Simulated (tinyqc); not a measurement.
# Worked calculation: off-state leakage of single and stacked transistors

Computed by the program tinyqc: `OMP_NUM_THREADS=1 python tinyqc.py 2242003 2242004 out.jsonl`, one thread of a shared Intel Xeon 2.30GHz, about 0.03 s for the whole run. Printed values are rounded.

n-channel devices of unit width. Subthreshold current I(Vg, Vs, Vd) = I0 (T/300 K)^0.5 exp[(Vg - Vs - VT(T) - gb (Vs - Vb) + dd (Vd - Vs))/(nf Vt)] (1 - exp(-(Vd - Vs)/Vt)), VT(T) = VT - cT (T - 300 K). Gate-edge tunnelling Ig (Vd/1 V) exp(ag (Vd - 1 V)), for a gate at 0 V, and band-to-band leakage Ab u exp(-Bb/u), u = Vd - Vb + 1 V, flow at a drain held at V; both are taken as independent of T. In a stack of off transistors (all gates at 0 V) the same subthreshold current passes through each.

Values chosen for this exercise; values of the order met in bulk silicon logic transistors:
```
symbol  value       unit                                             meaning
T         300          K                                         temperature
V         0.9          V                                      supply voltage
VT       0.37          V        threshold at 300 K, zero drain and body bias
cT        0.7       mV/K              fall of the threshold with temperature
I0       0.43      uA/um                       current at threshold at 300 K
nf       1.24                                                   slope factor
dd       0.14                                drain-induced lowering per volt
gb       0.23             rise of the threshold per volt of source-body bias
Ig       2e-6      uA/um                 gate-edge tunnelling current at 1 V
ag        5.1        1/V               exponential slope of the gate current
Ab          8  uA/(um V)      prefactor of band-to-band leakage at the drain
Bb         23          V                             its exponential voltage
Vb          0          V                                        body voltage
```

Constants: q = 1.602176634e-19 C, kB = 1.380649e-23 J/K, Vt = kB T/q. Results are converted to the units shown.

## Leakage of one transistor

Vg = Vs = 0, Vd = V; effective threshold VT(T) - gb Vb - dd V.

effective threshold = 0.244 V
parts (nA/um): subthreshold 0.212720, gate edge 0.00108089, band-to-band 0.0840610
total = 0.297861 nA/um
shares (%): subthreshold 71.4156, gate edge 0.362884, band-to-band 28.2215

The subthreshold part is the largest.

## Starting value

Vx = dd V/(1 + gb + 2 dd), the solution for Vx well above Vt, rounded to three decimals.

Vx at the start = 0.083 V

## Iteration 1: new Vx

Stack of two, Vx the node between them: I_low = I(0, 0, Vx), I_up = I(0, Vx, V), f = ln(I_up/I_low), f' = -(1 + gb + 2 dd)/(nf Vt) - 1/(Vt (exp(Vx/Vt) - 1)) - 1/(Vt (exp((V - Vx)/Vt) - 1)), Vx(new) = Vx - f/f'.

I_low = 0.00575880 nA/um
I_up = 0.00612757 nA/um
f = 0.0620696
f' = -48.7301 1/V
Vx after iteration 1 = 0.0842737 V

## Iteration 2: new Vx

As before.

I_low = 0.00580262 nA/um
I_up = 0.00580292 nA/um
f = 5.22247e-5
f' = -48.6488 1/V
Vx after iteration 2 = 0.0842748 V

## Course of the iteration

Stop when the step is below 1e-11 V, or after 40 iterations.

Course of the iteration:
```
iteration  Vx before the step (V)  step (V)
1                           0.083   1.27e-3
2                       0.0842737   1.07e-6
3                       0.0842748  7.36e-13
```

Converged in 3 iterations. The subthreshold current of the stack is 0.005803 nA/um, 36.7 times less than that of one transistor (the drain leakage is unchanged); the estimate exp[dd V (1 + gb + dd)/((1 + gb + 2 dd) nf Vt)] gives 35.4.
